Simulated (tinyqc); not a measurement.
Ranking of structures: pair-potential crystal by lattice sums. Computed by tinyqc, a small Python program. Command: `OMP_NUM_THREADS=1 python tinyqc.py 3024968 3024969 out.jsonl pairsum walk`. One thread of a shared host (Intel(R) Xeon(R) Processor @ 2.30GHz), about 0.01 s of CPU time with the checks.

Energy per atom E = (1/2) sum over neighbours of phi(r); d is the nearest-neighbour distance.

Inputs (values chosen for the exercise, for model atoms):
```
quantity,value,unit
well depth eps,0.0517,eV
pair minimum r0,2.63,angstrom
cut-off r_c/r0,2.57,-
stiffness alpha r0,6.4,-
```

Potential: Morse. Structure: bcc.

Constants: 1 eV/angstrom^3 = 160.2176634 GPa.

Method:
- phi0(r) = eps [exp(-2 alpha (r - r0)) - 2 exp(-alpha (r - r0))]; shifted-force cut-off: phi(r) = phi0(r) - phi0(r_c) - (r - r_c) phi0'(r_c) for r < r_c, zero beyond.
- Shells (distance in units of d, count): fcc 1.0000 (12), 1.4142 (6), 1.7321 (24), 2.0000 (12), 2.2361 (24), 2.4495 (8), 2.6458 (48), 2.8284 (6), 3.0000 (36), 3.1623 (24); hcp 1.0000 (12), 1.4142 (6), 1.6330 (2), 1.7321 (18), 1.9149 (12), 2.0000 (6), 2.2361 (12), 2.3805 (12), 2.4495 (6), 2.5166 (6), 2.5820 (12), 2.6458 (24), 2.7080 (6), 2.8868 (12), 3.0000 (12), 3.1091 (24), 3.1623 (12); bcc 1.0000 (8), 1.1547 (6), 1.6330 (12), 1.9149 (24), 2.0000 (8), 2.3094 (6), 2.5166 (24), 2.5820 (24), 2.8284 (24), 3.0000 (32); sc 1.0000 (6), 1.4142 (12), 1.7321 (8), 2.0000 (6), 2.2361 (24), 2.4495 (24), 2.8284 (12), 3.0000 (30), 3.1623 (24); diamond 1.0000 (4), 1.6330 (12), 1.9149 (12), 2.3094 (6), 2.5166 (12), 2.8284 (24), 3.0000 (16). Volumes per atom in d^3: fcc 0.70711, hcp 0.70711, bcc 0.76980, sc 1.00000, diamond 1.53960; hcp has the ideal c/a. Every shell inside the cut-off is summed.
- Equilibrium: dE/dd = 0 at the lowest minimum with d between 0.78 r0 and 1.45 r0; B = d^2 E''(d)/(9 Omega).

Each structure at its own equilibrium:
```
structure,neighbours,d (angstrom),E (eV/atom),volume (angstrom^3),B (GPa)
fcc,12,2.5960,-0.34538,12.371,40.316
hcp,12,2.5960,-0.34544,12.371,40.309
bcc,8,2.5396,-0.32820,12.609,37.498
sc,6,2.5449,-0.20904,16.483,18.147
diamond,4,2.5880,-0.11661,26.687,6.273
```

What follows from these numbers?

The order is hcp < fcc < bcc < sc < diamond; hcp lies 0.060 meV below fcc. fcc (-0.345382 eV) and hcp (-0.345442 eV) share two shells and differ from the third on. Pair forces reward the number of bonds: diamond reaches only 34 % of the best binding. Caution: each structure is relaxed in d alone and may be unstable against shear; the tiny fcc-hcp difference depends on the cut-off.

Extremes, crossings and ranges named in words are read from the listed rows.
